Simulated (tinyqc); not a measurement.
## Density and mobility of a removed layer (differential Hall)

Inverse problem. For layers in parallel the sheet conductance g = 1/Rs and the product g mu_H (mu_H signed, unit Hall factors) are additive. Find the sheet density and mobility of the layer that was removed, and its share of the conductance.

Constants: q = 1.602176634e-19 C. Results are converted to the units shown.

Rs before and after removing the top layer (ohm/square): 90.065066  378.27328
apparent mobility before and after, signed (cm^2/(V s)): 479.04762  1500

Answer. The differences give g1 = q n mu and g1 mu = q n mu^2; their ratio is mu and g1^2/(q g1 mu) is n.

sheet density = 3.300e14 cm^-2
mobility = 160.0 cm^2/(V s)
share of the conductance = 76.19 %

tinyqc, about 0.01 s, one thread, Intel Xeon 2.30GHz (shared host): `OMP_NUM_THREADS=1 python tinyqc.py 2850169 2850170 out.jsonl`
